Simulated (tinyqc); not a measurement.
The basis set: RHF and MP2 along a ladder of basis sets, for H2, spin multiplicity 1. Computed by the program tinyqc with PySCF. Same geometry throughout; the dipole is taken about the origin.

Geometry (angstrom):
```
atom       x       y       z
H     0.0000  0.0000  0.0000
H     0.0000  0.0000  0.7260
```

RHF and frozen-core MP2 in a ladder of bases:
```
basis        functions  E(RHF) (hartree)  E(MP2 corr) (hartree)  HOMO (eV)  LUMO (eV)  dipole (debye)
sto-3g               2         -1.117317              -0.012815   -15.9021    18.6619          0.0000
3-21g                4         -1.122901              -0.017182   -16.2451     7.3002          0.0000
6-31g                4         -1.126816              -0.017229   -16.3297     6.5908          0.0000
cc-pvdz             10         -1.128385              -0.026244   -16.2365     5.4453          0.0000
aug-cc-pvdz         18         -1.128463              -0.027150   -16.2473     1.6780          0.0000
cc-pvtz             28         -1.132938              -0.031625   -16.3008     4.6041          0.0000
```

Estimate the missing row, basis = 6-31g**.

Computed row:
```
basis    functions  E(RHF) (hartree)  E(MP2 corr) (hartree)  HOMO (eV)  LUMO (eV)  dipole (debye)
6-31g**         10         -1.131302              -0.026314   -16.3071     6.6161          0.0000
```

From cc-pVDZ to cc-pVTZ the RHF energy falls by 4.6 mhartree and the correlation energy by 5.4. If valence correlation converges as X^-3, (27 E(T) - 8 E(D))/19 gives -0.0339 hartree, a rough estimate from such small X that usually falls short; STO-3G holds about 38 % of it. Beyond STO-3G the LUMO moves by 5.6 eV and the HOMO by 0.1 eV; diffuse functions lower the positive LUMO sharply, since an unbound virtual level tracks the most diffuse function.
